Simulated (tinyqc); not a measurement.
Inside a calculation. Method: RHF in the 6-311g basis, for He, spin multiplicity 1. Computed by tinyqc, a small Python program that keeps every step (integrals from PySCF). Settings: charge = 0, multiplicity = 1, basis = 6-311g, energy threshold = 1e-10, iteration cap = 56, orthogonalisation = canonical, start = highest core orbitals, DIIS depth = 6, method = RHF. Command: `OMP_NUM_THREADS=1 python tinyqc.py 28220 28221 out.jsonl` (the two numbers bound the seeds that draw the settings). One thread of a shared host (Intel(R) Xeon(R) Processor @ 2.60GHz), about 0.04 s of CPU time with the checks. Later iterations appear only in the table of the cycle.

## One-electron integrals

Geometry (angstrom):
```
atom,x,y,z
He,0.000000,0.000000,0.000000
```

Basis 6-311g: exponents (1/bohr^2) and contraction coefficients of normalised primitives:
```
element,l (shell),exponent,coefficient
He,s (1),98.124300,0.028745
He,s (1),14.768900,0.208061
He,s (1),3.318830,0.837635
He,s (2),0.874047,1.000000
He,s (3),0.244564,1.000000
```

Overlap, kinetic and nuclear-attraction integrals over the contracted functions; the nuclear repulsion is the sum of Za Zb / Rab.

nuclear repulsion = 0 hartree

overlap S:
```
,1He 1s,1He 2s,1He 3s
1He 1s,1.000000,0.680472,0.328596
1He 2s,0.680472,1.000000,0.751574
1He 3s,0.328596,0.751574,1.000000
```

kinetic energy T (hartree):
```
,1He 1s,1He 2s,1He 3s
1He 1s,6.857100,1.439474,0.225603
1He 2s,1.439474,1.311071,0.430865
1He 3s,0.225603,0.430865,0.366846
```

nuclear attraction V (hartree):
```
,1He 1s,1He 2s,1He 3s
1He 1s,-7.306289,-3.464825,-1.535069
1He 2s,-3.464825,-2.983784,-1.793893
1He 3s,-1.535069,-1.793893,-1.578325
```

core Hamiltonian H = T + V (hartree):
```
,1He 1s,1He 2s,1He 3s
1He 1s,-0.449189,-2.025351,-1.309466
1He 2s,-2.025351,-1.672714,-1.363028
1He 3s,-1.309466,-1.363028,-1.211479
```

## Two-electron integrals

Functions are numbered as in S; the eight-fold symmetry (ij|kl) = (ji|kl) = (kl|ij) leaves the list below.

Two-electron integrals (ij|kl) in chemists' order, unique and non-zero (hartree):
```
i,j,k,l,(ij|kl)
1,1,1,1,2.395117
2,1,1,1,1.347337
2,1,2,1,0.798707
2,2,1,1,1.358411
2,2,2,1,0.863847
2,2,2,2,1.054927
3,1,1,1,0.614121
3,1,2,1,0.368625
3,1,2,2,0.406802
3,1,3,1,0.170715
3,2,1,1,0.842709
3,2,2,1,0.547009
3,2,2,2,0.700418
3,2,3,1,0.259418
3,2,3,2,0.476676
3,3,1,1,0.767030
3,3,2,1,0.510236
3,3,2,2,0.697580
3,3,3,1,0.244176
3,3,3,2,0.494732
3,3,3,3,0.558022
```

## Orthogonalisation

S = U s U^T; canonical form X = U s^(-1/2), so that X^T S X = 1. Each column of U has its largest component positive (the first on a tie).

eigenvalues of S: 0.135706  0.673445  2.190848

X:
```
,1,2,3
1He 1s,-1.102035,0.913172,0.353396
1He 2s,2.064207,-0.049328,0.437907
1He 3s,-1.376014,-0.805348,0.373888
```

## Starting guess

The start is the highest orbitals of the core Hamiltonian (a deliberately bad start); D = 2 C_occ C_occ^T.

D at the start:
```
,1He 1s,1He 2s,1He 3s
1He 1s,4.051320,-5.091422,2.238986
1He 2s,-5.091422,6.398552,-2.813805
1He 3s,2.238986,-2.813805,1.237389
```

## Iteration 1: building the Fock matrix

J_ij = sum D_kl (ij|kl), K_ij = sum D_kl (ik|jl); F = H + J - 0.5 K; E = tr D H + tr D J / 2 - 0.25 tr D K + E_nn.

Coulomb J (hartree):
```
,1He 1s,1He 2s,1He 3s
1He 1s,3.632217,2.056453,0.943983
1He 2s,2.056453,2.200095,1.416931
1He 3s,0.943983,1.416931,1.375081
```

exchange K (hartree):
```
,1He 1s,1He 2s,1He 3s
1He 1s,1.981003,0.352385,0.056735
1He 2s,0.352385,0.287051,0.150115
1He 3s,0.056735,0.150115,0.099785
```

Fock matrix F (hartree):
```
,1He 1s,1He 2s,1He 3s
1He 1s,2.192526,-0.145091,-0.393850
1He 2s,-0.145091,0.383855,-0.021153
1He 3s,-0.393850,-0.021153,0.113710
```

total energy of this density = 9.86056028 hartree

## Iteration 1: diagonalisation and new density

Diagonalise F' = X^T F X, C = X C', fill 1 alpha and 1 beta electrons from the bottom; D = 2 C_occ C_occ^T. Each column has its largest component positive (the first on a tie).

F' = X^T F X (hartree):
```
,1,2,3
1,4.099468,-2.221831,-0.251013
2,-2.221831,2.493676,0.595005
3,-0.251013,0.595005,0.207414
```

orbital energies (hartree): MO1 0.024995, MO2 1.061898, MO3 5.713665

coefficients C:
```
,MO1,MO2,MO3
1He 1s,0.160017,0.171049,-1.455469
1He 2s,0.161063,1.296665,1.657668
1He 3s,0.797721,-1.254333,-0.687084
```

D after iteration 1:
```
,1He 1s,1He 2s,1He 3s
1He 1s,0.051211,0.051546,0.255298
1He 2s,0.051546,0.051882,0.256966
1He 3s,0.255298,0.256966,1.272718
```

## Iteration 2: building the Fock matrix

As before.

Coulomb J (hartree):
```
,1He 1s,1He 2s,1He 3s
1He 1s,2.054909,1.314887,0.621814
1He 2s,1.314887,1.668855,1.142979
1He 3s,0.621814,1.142979,1.217212
```

exchange K (hartree):
```
,1He 1s,1He 2s,1He 3s
1He 1s,1.023282,1.109522,0.870215
1He 2s,1.109522,1.430632,1.232271
1He 3s,0.870215,1.232271,1.149356
```

Fock matrix F (hartree):
```
,1He 1s,1He 2s,1He 3s
1He 1s,1.094079,-1.265225,-1.122759
1He 2s,-1.265225,-0.719175,-0.836185
1He 3s,-1.122759,-0.836185,-0.568945
```

total energy of this density = -2.53420439 hartree

## Iteration 2: DIIS over 2 matrices

error matrix X^T (FDS - SDF) X:
```
,1,2,3
1,0.000000,-0.073576,-0.189247
2,0.073576,0.000000,-1.039554
3,0.189247,1.039554,0.000000
```

B (overlaps of the stored error matrices):
```
,1,2
1,2.1701546e+00,3.5890717e-01
2,3.5890717e-01,2.2438015e+00
```

Minimise |sum c_i e_i|^2 with sum c_i = 1: solve [B -1; -1 0][c; lambda] = [0; -1] with B_ij = tr e_i^T e_j, and take F = sum c_i F_i.

DIIS coefficients: 0.509963  0.490037

extrapolated F (hartree):
```
,1He 1s,1He 2s,1He 3s
1He 1s,1.654246,-0.693998,-0.751042
1He 2s,-0.693998,-0.156671,-0.420549
1He 3s,-0.751042,-0.420549,-0.220816
```

## Iteration 2: diagonalisation and new density

As before.

F' = X^T F X (hartree):
```
,1,2,3
1,4.192091,-2.291667,-0.240104
2,-2.291667,2.369621,0.451696
3,-0.240104,0.451696,-0.405297
```

orbital energies (hartree): MO1 -0.482172, MO2 0.858406, MO3 5.780180

coefficients C:
```
,MO1,MO2,MO3
1He 1s,0.220449,-0.174513,-1.447135
1He 2s,0.351081,-1.207500,1.695238
1He 3s,0.577980,1.359432,-0.706879
```

D after iteration 2:
```
,1He 1s,1He 2s,1He 3s
1He 1s,0.097196,0.154791,0.254830
1He 2s,0.154791,0.246516,0.405836
1He 3s,0.254830,0.405836,0.668122
```

## Iteration 9 (converged): orbitals

converged F (hartree):
```
,1He 1s,1He 2s,1He 3s
1He 1s,1.373498,-1.206232,-1.105840
1He 2s,-1.206232,-0.594454,-0.698399
1He 3s,-1.105840,-0.698399,-0.371933
```

As before.

F' = X^T F X (hartree):
```
,1,2,3
1,4.532472,-2.551452,-0.303508
2,-2.551452,2.582356,0.303105
3,-0.303508,0.303105,-0.888720
```

orbital energies (hartree): MO1 -0.916871, MO2 0.829434, MO3 6.313546

coefficients C:
```
,MO1,MO2,MO3
1He 1s,0.263558,-0.137951,-1.443869
1He 2s,0.487487,-1.153994,1.698764
1He 3s,0.397446,1.427937,-0.696296
```

D after iteration 9:
```
,1He 1s,1He 2s,1He 3s
1He 1s,0.138926,0.256962,0.209500
1He 2s,0.256962,0.475287,0.387499
1He 3s,0.209500,0.387499,0.315926
```

## Convergence

Stop when the energy changes by less than 1e-10 hartree and every element of the error matrix X^T (F D S - S D F) X is below 3e-06.

Course of the cycle:
```
iteration,E (hartree),change,largest element of the error matrix
1,9.86056028,-,7.64e-01
2,-2.53420439,-1.24e+01,1.04e+00
3,-2.79757143,-2.63e-01,4.85e-01
4,-2.85965851,-6.21e-02,3.19e-02
5,-2.85989305,-2.35e-04,3.24e-03
6,-2.85989448,-1.43e-06,2.04e-03
7,-2.85989490,-4.23e-07,1.52e-03
8,-2.85989542,-5.21e-07,5.12e-06
9,-2.85989542,-4.61e-12,4.69e-09
```

PySCF RHF in the same basis = -2.85989542 hartree

Converged in 9 iterations.

## Populations

Mulliken: Z minus the diagonal of D S on the atom; Loewdin: the same with S^(1/2) D S^(1/2).

Charges (e):
```
atom,Mulliken,Loewdin
1He,0,0
```
